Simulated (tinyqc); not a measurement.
ROHF in the 6-31g basis, for H3, spin multiplicity 2, step by step (part 2 of 2). Computed by tinyqc, a small Python program that keeps every step (integrals from PySCF). Command: `OMP_NUM_THREADS=1 python tinyqc.py 30488 30489 out.jsonl` (the two numbers bound the seeds that draw the settings). One thread of a shared host (Intel(R) Xeon(R) Processor @ 2.60GHz), about 0.06 s of CPU time with the checks.

Geometry (angstrom):
```
atom         x         y          z
H     0.000000  0.000000   0.000000
H     0.000000  0.000000   0.911000
H     0.000000  0.948000  -0.296000
```

## Iteration 2: diagonalisation and new density

extrapolated F (hartree), order 1H 1s, 1H 2s, 2H 1s, 2H 2s, 3H 1s, 3H 2s:
```
[[-0.059303, -0.547617, -0.462925, -0.491178, -0.375915, -0.438079],
 [-0.547617, -0.453119, -0.449596, -0.427579, -0.383242, -0.391526],
 [-0.462925, -0.449596, 0.006982, -0.471113, -0.128467, -0.275364],
 [-0.491178, -0.427579, -0.471113, -0.357091, -0.251224, -0.329399],
 [-0.375915, -0.383242, -0.128467, -0.251224, 0.047399, -0.425335],
 [-0.438079, -0.391526, -0.275364, -0.329399, -0.425335, -0.308036]]
```

X, order 1H 1s, 1H 2s, 2H 1s, 2H 2s, 3H 1s, 3H 2s:
```
[[-0.763929, 0.012981, 0.546382, 1.000842, -0.050952, 0.207610],
 [2.536402, -0.076185, -0.548471, 0.165796, -0.008590, 0.278589],
 [0.367511, 0.737923, 0.806696, -0.476330, -0.521210, 0.174644],
 [-1.476283, -1.204949, -0.498941, -0.261494, -0.304939, 0.247406],
 [0.277967, -0.803136, 0.796103, -0.363665, 0.569586, 0.164784],
 [-1.218575, 1.332413, -0.454796, -0.192152, 0.356225, 0.240249]]
```

Diagonalise F' = X^T F X, C = X C', fill 2 alpha and 1 beta electrons from the bottom; D(s) = C_occ C_occ^T. Each column has its largest component positive (the first on a tie).

F' = X^T F X (hartree):
```
[[0.722052, 0.013373, 0.070823, -0.495346, 0.005766, 0.010011],
 [0.013373, 0.901654, -0.021432, -0.011377, -0.296273, 0.002694],
 [0.070823, -0.021432, 0.884137, -0.102175, 0.000580, -0.133738],
 [-0.495346, -0.011377, -0.102175, 0.685730, 0.005517, -0.072042],
 [0.005766, -0.296273, 0.000580, 0.005517, -0.042929, 0.033488],
 [0.010011, 0.002694, -0.133738, -0.072042, 0.033488, -0.647476]]
```

orbital energies (hartree): [-0.666060, -0.126419, 0.210232, 0.852761, 0.990998, 1.241657]

coefficients C, order 1H 1s, 1H 2s, 2H 1s, 2H 2s, 3H 1s, 3H 2s:
```
[[0.312794, -0.018429, 0.191552, -0.881908, -0.097840, -1.003726],
 [0.268577, -0.061078, 1.845858, 1.145295, 0.078135, 1.429780],
 [0.241533, -0.277356, -0.080792, -0.698358, 0.708897, 0.852861],
 [0.199113, -0.593117, -1.249628, 0.354671, -0.988569, -1.023118],
 [0.189619, 0.342393, -0.053587, -0.410631, -1.044572, 0.651229],
 [0.135201, 0.738464, -0.992357, -0.024579, 1.227228, -0.795960]]
```

D(alpha) after iteration 2, order 1H 1s, 1H 2s, 2H 1s, 2H 2s, 3H 1s, 3H 2s:
```
[[0.098180, 0.085135, 0.080661, 0.073212, 0.053002, 0.028681],
 [0.085135, 0.075864, 0.081810, 0.089703, 0.030015, -0.008792],
 [0.080661, 0.081810, 0.135265, 0.212597, -0.049166, -0.172162],
 [0.073212, 0.089703, 0.212597, 0.391433, -0.165323, -0.411075],
 [0.053002, 0.030015, -0.049166, -0.165323, 0.153189, 0.278482],
 [0.028681, -0.008792, -0.172162, -0.411075, 0.278482, 0.563608]]
```

D(beta) after iteration 2, order 1H 1s, 1H 2s, 2H 1s, 2H 2s, 3H 1s, 3H 2s:
```
[[0.097840, 0.084009, 0.075550, 0.062281, 0.059312, 0.042290],
 [0.084009, 0.072134, 0.064870, 0.053477, 0.050927, 0.036312],
 [0.075550, 0.064870, 0.058338, 0.048092, 0.045799, 0.032655],
 [0.062281, 0.053477, 0.048092, 0.039646, 0.037756, 0.026920],
 [0.059312, 0.050927, 0.045799, 0.037756, 0.035955, 0.025637],
 [0.042290, 0.036312, 0.032655, 0.026920, 0.025637, 0.018279]]
```

## Iteration 3: building the Fock matrix

core Hamiltonian H = T + V (hartree), order 1H 1s, 1H 2s, 2H 1s, 2H 2s, 3H 1s, 3H 2s:
```
[[-1.368058, -1.200329, -0.709060, -0.872599, -0.593980, -0.813456],
 [-1.200329, -1.345603, -0.819192, -1.095749, -0.751863, -1.049580],
 [-0.709060, -0.819192, -1.180956, -1.081942, -0.152354, -0.442684],
 [-0.872599, -1.095749, -1.081942, -1.220901, -0.433817, -0.751165],
 [-0.593980, -0.751863, -0.152354, -0.433817, -1.134233, -1.054812],
 [-0.813456, -1.049580, -0.442684, -0.751165, -1.054812, -1.199541]]
```

nuclear repulsion = 1.45849947 hartree

Given earlier and not repeated: Two-electron integrals (ij|kl) in chemists' order.

J_ij = sum D_kl (ij|kl) with D = D(alpha) + D(beta), K_ij = sum D_kl (ik|jl) for each spin; F = H + J - K(s); E = tr D H + tr D J / 2 - 0.5 sum_s tr D(s) K(s) + E_nn.

Coulomb J (hartree), order 1H 1s, 1H 2s, 2H 1s, 2H 2s, 3H 1s, 3H 2s:
```
[[1.818814, 1.101516, 0.569400, 0.757609, 0.457830, 0.701522],
 [1.101516, 1.359841, 0.721492, 1.075363, 0.658470, 1.025389],
 [0.569400, 0.721492, 1.685880, 1.021105, 0.085204, 0.357902],
 [0.757609, 1.075363, 1.021105, 1.274527, 0.351661, 0.701082],
 [0.457830, 0.658470, 0.085204, 0.351661, 1.644411, 0.999936],
 [0.701522, 1.025389, 0.357902, 0.701082, 0.999936, 1.259445]]
```

exchange K(alpha) (hartree), order 1H 1s, 1H 2s, 2H 1s, 2H 2s, 3H 1s, 3H 2s:
```
[[0.512610, 0.459012, 0.331921, 0.382600, 0.265438, 0.344602],
 [0.459012, 0.494745, 0.372505, 0.427269, 0.345898, 0.412457],
 [0.331921, 0.372505, 0.598581, 0.479420, 0.034923, 0.166067],
 [0.382600, 0.427269, 0.479420, 0.467089, 0.166396, 0.269287],
 [0.265438, 0.345898, 0.034923, 0.166396, 0.634576, 0.504218],
 [0.344602, 0.412457, 0.166067, 0.269287, 0.504218, 0.488942]]
```

exchange K(beta) (hartree), order 1H 1s, 1H 2s, 2H 1s, 2H 2s, 3H 1s, 3H 2s:
```
[[0.494125, 0.429042, 0.295817, 0.352021, 0.231882, 0.316797],
 [0.429042, 0.426558, 0.310168, 0.364445, 0.244767, 0.326739],
 [0.295817, 0.310168, 0.337524, 0.311483, 0.136023, 0.215004],
 [0.352021, 0.364445, 0.311483, 0.337574, 0.189207, 0.269374],
 [0.231882, 0.244767, 0.136023, 0.189207, 0.231058, 0.230082],
 [0.316797, 0.326739, 0.215004, 0.269374, 0.230082, 0.275933]]
```

F(alpha) (hartree), order 1H 1s, 1H 2s, 2H 1s, 2H 2s, 3H 1s, 3H 2s:
```
[[-0.061855, -0.557825, -0.471581, -0.497590, -0.401587, -0.456536],
 [-0.557825, -0.480507, -0.470206, -0.447654, -0.439292, -0.436649],
 [-0.471581, -0.470206, -0.093657, -0.540257, -0.102074, -0.250849],
 [-0.497590, -0.447654, -0.540257, -0.413463, -0.248552, -0.319369],
 [-0.401587, -0.439292, -0.102074, -0.248552, -0.124397, -0.559094],
 [-0.456536, -0.436649, -0.250849, -0.319369, -0.559094, -0.429037]]
```

F(beta) (hartree), order 1H 1s, 1H 2s, 2H 1s, 2H 2s, 3H 1s, 3H 2s:
```
[[-0.043370, -0.527855, -0.435477, -0.467011, -0.368032, -0.428731],
 [-0.527855, -0.412320, -0.407869, -0.384830, -0.338161, -0.350931],
 [-0.435477, -0.407869, 0.167400, -0.372320, -0.203174, -0.299786],
 [-0.467011, -0.384830, -0.372320, -0.283948, -0.271363, -0.319456],
 [-0.368032, -0.338161, -0.203174, -0.271363, 0.279121, -0.284958],
 [-0.428731, -0.350931, -0.299786, -0.319456, -0.284958, -0.216028]]
```

total energy of this density = -1.56318934 hartree

## Iteration 3: Roothaan effective Fock matrix

overlap S, order 1H 1s, 1H 2s, 2H 1s, 2H 2s, 3H 1s, 3H 2s:
```
[[1.000000, 0.658292, 0.314796, 0.445908, 0.257745, 0.414370],
 [0.658292, 1.000000, 0.445908, 0.787423, 0.414370, 0.752746],
 [0.314796, 0.445908, 1.000000, 0.658292, 0.048151, 0.218168],
 [0.445908, 0.787423, 0.658292, 1.000000, 0.218168, 0.507468],
 [0.257745, 0.414370, 0.048151, 0.218168, 1.000000, 0.658292],
 [0.414370, 0.752746, 0.218168, 0.507468, 0.658292, 1.000000]]
```

With projectors Pc = D(beta) S, Po = (D(alpha) - D(beta)) S, Pv = 1 - D(alpha) S, the block xy is Px^T F Py; with Fc = (F(alpha) + F(beta))/2, the blocks are Fc for cc, oo, vv and cv, F(beta) for co and F(alpha) for ov.

effective F (hartree), order 1H 1s, 1H 2s, 2H 1s, 2H 2s, 3H 1s, 3H 2s:
```
[[-0.053209, -0.542483, -0.463517, -0.489415, -0.372408, -0.432851],
 [-0.542483, -0.445298, -0.446968, -0.422435, -0.378546, -0.384023],
 [-0.463517, -0.446968, 0.015201, -0.466040, -0.129216, -0.275005],
 [-0.489415, -0.422435, -0.466040, -0.351380, -0.250479, -0.325574],
 [-0.372408, -0.378546, -0.129216, -0.250479, 0.052726, -0.418486],
 [-0.432851, -0.384023, -0.275005, -0.325574, -0.418486, -0.299353]]
```

## Iteration 3: DIIS over 3 matrices

error matrix X^T (FDS - SDF) X:
```
[[0.000000, -0.000083, 0.000252, 0.000230, -0.000134, 0.002562],
 [0.000083, 0.000000, 0.000471, -0.000841, -0.001677, 0.003356],
 [-0.000252, -0.000471, 0.000000, -0.000203, -0.000714, -0.002977],
 [-0.000230, 0.000841, 0.000203, 0.000000, 0.003621, -0.000162],
 [0.000134, 0.001677, 0.000714, -0.003621, 0.000000, 0.001551],
 [-0.002562, -0.003356, 0.002977, 0.000162, -0.001551, 0.000000]]
```

B (overlaps of the stored error matrices):
```
[[2.8998690e-01, 5.2435374e-02, 2.0792495e-03],
 [5.2435374e-02, 1.1468459e-02, 5.7139773e-04],
 [2.0792495e-03, 5.7139773e-04, 9.3331656e-05]]
```

Minimise |sum c_i e_i|^2 with sum c_i = 1: solve [B -1; -1 0][c; lambda] = [0; -1] with B_ij = tr e_i^T e_j, and take F = sum c_i F_i.

DIIS coefficients: [0.006421, -0.076621, 1.070200]

extrapolated F (hartree), order 1H 1s, 1H 2s, 2H 1s, 2H 2s, 3H 1s, 3H 2s:
```
[[-0.053058, -0.542239, -0.463781, -0.489424, -0.372306, -0.432537],
 [-0.542239, -0.444851, -0.447006, -0.422198, -0.378368, -0.383566],
 [-0.463781, -0.447006, 0.015461, -0.466012, -0.129475, -0.275042],
 [-0.489424, -0.422198, -0.466012, -0.351220, -0.250483, -0.325298],
 [-0.372306, -0.378368, -0.129475, -0.250483, 0.052881, -0.418285],
 [-0.432537, -0.383566, -0.275042, -0.325298, -0.418285, -0.298948]]
```

## Iteration 3: diagonalisation and new density

As before.

F' = X^T F X (hartree):
```
[[0.724664, 0.014310, 0.071908, -0.496647, 0.005340, 0.011426],
 [0.014310, 0.900160, -0.019318, -0.011888, -0.295154, 0.004700],
 [0.071908, -0.019318, 0.887171, -0.102815, -0.000490, -0.135207],
 [-0.496647, -0.011888, -0.102815, 0.693071, 0.010105, -0.071841],
 [0.005340, -0.295154, -0.000490, 0.010105, -0.033760, 0.035335],
 [0.011426, 0.004700, -0.135207, -0.071841, 0.035335, -0.639711]]
```

orbital energies (hartree): [-0.658845, -0.117285, 0.214022, 0.856062, 0.989141, 1.248500]

coefficients C, order 1H 1s, 1H 2s, 2H 1s, 2H 2s, 3H 1s, 3H 2s:
```
[[0.314141, -0.020892, 0.188185, -0.883551, -0.084792, -1.003636],
 [0.265223, -0.073529, 1.850277, 1.145260, 0.059112, 1.425042],
 [0.242617, -0.272403, -0.081470, -0.693631, 0.705383, 0.860819],
 [0.203930, -0.584806, -1.257381, 0.350594, -0.978978, -1.028069],
 [0.189691, 0.343699, -0.050435, -0.414197, -1.048562, 0.642036],
 [0.131693, 0.748017, -0.986173, -0.018234, 1.234184, -0.784648]]
```

D(alpha) after iteration 3, order 1H 1s, 1H 2s, 2H 1s, 2H 2s, 3H 1s, 3H 2s:
```
[[0.099121, 0.084854, 0.081907, 0.076281, 0.052409, 0.025742],
 [0.084854, 0.075750, 0.084377, 0.097087, 0.025038, -0.020073],
 [0.081907, 0.084377, 0.133066, 0.208780, -0.047602, -0.171811],
 [0.076281, 0.097087, 0.208780, 0.383586, -0.162314, -0.410589],
 [0.052409, 0.025038, -0.047602, -0.162314, 0.154112, 0.282074],
 [0.025742, -0.020073, -0.171811, -0.410589, 0.282074, 0.576873]]
```

D(beta) after iteration 3, order 1H 1s, 1H 2s, 2H 1s, 2H 2s, 3H 1s, 3H 2s:
```
[[0.098684, 0.083317, 0.076216, 0.064063, 0.059590, 0.041370],
 [0.083317, 0.070343, 0.064348, 0.054087, 0.050310, 0.034928],
 [0.076216, 0.064348, 0.058863, 0.049477, 0.046022, 0.031951],
 [0.064063, 0.054087, 0.049477, 0.041587, 0.038684, 0.026856],
 [0.059590, 0.050310, 0.046022, 0.038684, 0.035983, 0.024981],
 [0.041370, 0.034928, 0.031951, 0.026856, 0.024981, 0.017343]]
```

## Iteration 9 (converged): orbitals

converged F (hartree), order 1H 1s, 1H 2s, 2H 1s, 2H 2s, 3H 1s, 3H 2s:
```
[[-0.053336, -0.541754, -0.468556, -0.492641, -0.365542, -0.427142],
 [-0.541754, -0.443744, -0.450658, -0.424594, -0.372760, -0.378387],
 [-0.468556, -0.450658, 0.014414, -0.468960, -0.129038, -0.276105],
 [-0.492641, -0.424594, -0.468960, -0.355170, -0.247669, -0.323853],
 [-0.365542, -0.372760, -0.129038, -0.247669, 0.053692, -0.414277],
 [-0.427142, -0.378387, -0.276105, -0.323853, -0.414277, -0.292484]]
```

As before.

F' = X^T F X (hartree):
```
[[0.724691, 0.013279, 0.072017, -0.496949, 0.005563, 0.011338],
 [0.013279, 0.900383, -0.019904, -0.011567, -0.295015, 0.007457],
 [0.072017, -0.019904, 0.886904, -0.102324, -0.002521, -0.135376],
 [-0.496949, -0.011567, -0.102324, 0.692300, 0.017568, -0.071463],
 [0.005563, -0.295015, -0.002521, 0.017568, -0.034870, 0.042029],
 [0.011338, 0.007457, -0.135376, -0.071463, 0.042029, -0.638213]]
```

orbital energies (hartree): [-0.658418, -0.117508, 0.213643, 0.855958, 0.989206, 1.248314]

coefficients C, order 1H 1s, 1H 2s, 2H 1s, 2H 2s, 3H 1s, 3H 2s:
```
[[0.314548, -0.022183, 0.188116, -0.883126, -0.084163, -1.003921],
 [0.266202, -0.091759, 1.848637, 1.145177, 0.052710, 1.426249],
 [0.246087, -0.264222, -0.083452, -0.694945, 0.703021, 0.863065],
 [0.212365, -0.567578, -1.268006, 0.350991, -0.973703, -1.027841],
 [0.185270, 0.350987, -0.048282, -0.412877, -1.049746, 0.638455],
 [0.120779, 0.759468, -0.972000, -0.018735, 1.239003, -0.785482]]
```

D(alpha) after iteration 9, order 1H 1s, 1H 2s, 2H 1s, 2H 2s, 3H 1s, 3H 2s:
```
[[0.099432, 0.085769, 0.083267, 0.079390, 0.050490, 0.021143],
 [0.085769, 0.079283, 0.089753, 0.108612, 0.017113, -0.037536],
 [0.083267, 0.089753, 0.130372, 0.202227, -0.047146, -0.170946],
 [0.079390, 0.108612, 0.202227, 0.367244, -0.159868, -0.405409],
 [0.050490, 0.017113, -0.047146, -0.159868, 0.157517, 0.288940],
 [0.021143, -0.037536, -0.170946, -0.405409, 0.288940, 0.591380]]
```

D(beta) after iteration 9, order 1H 1s, 1H 2s, 2H 1s, 2H 2s, 3H 1s, 3H 2s:
```
[[0.098940, 0.083733, 0.077406, 0.066799, 0.058276, 0.037991],
 [0.083733, 0.070863, 0.065509, 0.056532, 0.049319, 0.032152],
 [0.077406, 0.065509, 0.060559, 0.052260, 0.045593, 0.029722],
 [0.066799, 0.056532, 0.052260, 0.045099, 0.039345, 0.025649],
 [0.058276, 0.049319, 0.045593, 0.039345, 0.034325, 0.022377],
 [0.037991, 0.032152, 0.029722, 0.025649, 0.022377, 0.014588]]
```

## Convergence

Stop when the energy changes by less than 1e-08 hartree and every element of the error matrix X^T (F D S - S D F) X is below 3e-05.

Course of the cycle:
```
iteration  E (hartree)     change  largest element of the error matrix
1          -1.45989480          -                             2.62e-01
2          -1.56015471  -1.00e-01                             6.76e-02
3          -1.56318934  -3.03e-03                             3.62e-03
4          -1.56326749  -7.81e-05                             2.25e-03
5          -1.56330198  -3.45e-05                             1.24e-03
6          -1.56332298  -2.10e-05                             4.42e-04
7          -1.56332482  -1.84e-06                             7.45e-05
8          -1.56332484  -2.33e-08                             1.54e-05
9          -1.56332484  -6.14e-10                             5.10e-06
```

PySCF ROHF in the same basis = -1.56332484 hartree

Converged in 9 iterations.

## Populations, bond orders and dipole

Mulliken: Z minus the diagonal of D S on the atom; Loewdin: the same with S^(1/2) D S^(1/2); Mayer order: 2 sum_s sum (D(s) S)_ij (D(s) S)_ji over the two atoms.

Charges (e):
```
atom   Mulliken    Loewdin  Mulliken spin
1H     0.037269   0.084903      -0.003919
2H    -0.003468  -0.028446       0.338227
3H    -0.033801  -0.056457       0.665693
```

Mayer bond orders:
```
pair     order
2-1   0.670831
3-1   0.323401
3-2   0.153085
```

dipole moment about the origin, x y z (debye): [0.000000, -0.175425, 0.040823]
